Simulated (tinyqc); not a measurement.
Silicon n-p-n transistor, Gummel numbers and transit times: effect of the doping gradient eta.

One-dimensional n-p-n transistor in the forward active mode at low injection. In the base p(x) = NB exp(-eta x/wb) and ni(x)^2 = ni^2 exp((g0 + g1 x/wb)/Vt); electrons leave the base at vsat; band spikes at the emitter junction and recombination inside the emitter are ignored.

f(x) = p(x) ni^2/ni(x)^2; I(x) = integral from x to wb of f/Dn, plus f(wb)/vsat; base Gummel number GB = I(0); electron density per unit flux n/(J/q) = I/f; base transit time tauB = integral of I/f over the base. ni = sqrt(Nc Nv) exp(-Eg/(2 Vt)), Eg in volts; GE = NE exp(-gE/Vt)(we/Dp + 1/Se); JC = J0 exp(VBE/Vt), J0 = q ni^2/GB; gain limited by back injection GE/GB, by base recombination tb/tauB, together 1/beta = the sum of the inverses; collector layer one-sided, Wc = sqrt(2 eps0 eps_r (Vbc + VCB)/(q NC)), Vbc = Vt ln(p(wb) NC/ni^2), Cjc = eps0 eps_r/Wc; Early voltage VA = GB q p(wb)/(f(wb) Cjc [1/Dn - (eta + g1/Vt)/(wb vsat)]), f(wb) = p(wb) exp(-(g0 + g1)/Vt), p(wb) = NB exp(-eta); tauC = Wc/(2 vsat). Peak fT here means 1/(2 pi (tauB + tauC + Rc Cjc)); base sheet resistance 1/(q mp times the integral of p).

Values chosen for this exercise; band and dielectric values close to those of silicon: temperature T = 350 K; band gap Eg = 1.14 eV; relative permittivity eps_r = 11.9; conduction-band density of states at T Nc = 3.48e19 cm^-3; valence-band density of states at T Nv = 3.34e19 cm^-3; saturation velocity vsat = 1.01e7 cm/s; neutral base width wb = 370 nm; base doping at the emitter edge NB = 2.1e18 cm^-3; gap reduction at the emitter edge of the base g0 = 0 eV; further gap reduction across the base (linear) g1 = 0 eV; electron diffusion coefficient in the base Dn = 11 cm^2/s; emitter doping NE = 3.7e19 cm^-3; gap reduction in the emitter (negative: wider gap) gE = 0.12 eV; neutral emitter width we = 79 nm; hole diffusion coefficient in the emitter Dp = 1.4 cm^2/s; recombination velocity at the emitter contact Se = 90000 cm/s; electron lifetime in the base tb = 2e-8 s; collector doping NC = 1.3e16 cm^-3; collector-base reverse bias VCB = 0.3 V; emitter plus collector resistance Rc = 6.5 ohm um^2; hole mobility in the base mp = 120 cm^2/(V s).

Constants: q = 1.602176634e-19 C, kB = 1.380649e-23 J/K, Vt = kB T/q, eps0 = 8.8541878128e-14 F/cm where lengths are in cm. Results are converted to the units shown.

Result of one run:
```
eta,GB (s/cm^4),GE/GB,tb/tauB,beta,VA (V),tauB (ps),tauC (ps),peak fT (GHz),base sheet resistance (kohm)
2,3.082e12,3.763,541.9,3.737,179.2,36.91,1.620,4.131,1.548
```

What becomes of these results when the doping falls as exp(-eta x/wb) eta is changed from 2 to 0, all else the same?

Result of the changed run:
```
eta,GB (s/cm^4),GE/GB,tb/tauB,beta,VA (V),tauB (ps),tauC (ps),peak fT (GHz),base sheet resistance (kohm)
0,7.272e12,1.595,303.5,1.587,409.2,65.89,1.665,2.356,0.6694
```

The whole series:
```
eta,GB (s/cm^4),GE/GB,tb/tauB,beta,VA (V),tauB (ps),tauC (ps),peak fT (GHz),base sheet resistance (kohm)
0,7.272e12,1.595,303.5,1.587,409.2,65.89,1.665,2.356,0.6694
1,4.542e12,2.554,415.8,2.538,259.7,48.10,1.643,3.199,1.059
2,3.082e12,3.763,541.9,3.737,179.2,36.91,1.620,4.131,1.548
3,2.248e12,5.160,677.8,5.121,133.0,29.51,1.597,5.117,2.113
4,1.737e12,6.676,820.5,6.622,104.7,24.38,1.573,6.133,2.728
```

As eta goes from 0 to 4, beta rises from 1.59 to 6.62, VA falls from 409 to 105 V, the peak fT rises from 2.36 to 6.13 GHz and the base sheet resistance rises from 0.669 to 2.73 kohm. The product beta VA changes by a factor of 1.07. Back injection limits the gain in every row. For eta = 0, 1, 2 beta is under 5, where charge stored in the emitter, left out, would cut fT markedly. For eta = 3, 4 the collector doping exceeds a tenth of the base doping at that edge, so the one-sided formulas are rough.

Range of the model: Heavy doping makes emitter or base degenerate; gE and g0 are to be read as apparent gap changes that include this.

Program tinyqc, `OMP_NUM_THREADS=1 python tinyqc.py 2320042 2320043 out.jsonl`; Intel Xeon 2.30GHz, shared host, one thread, about 0.01 s.
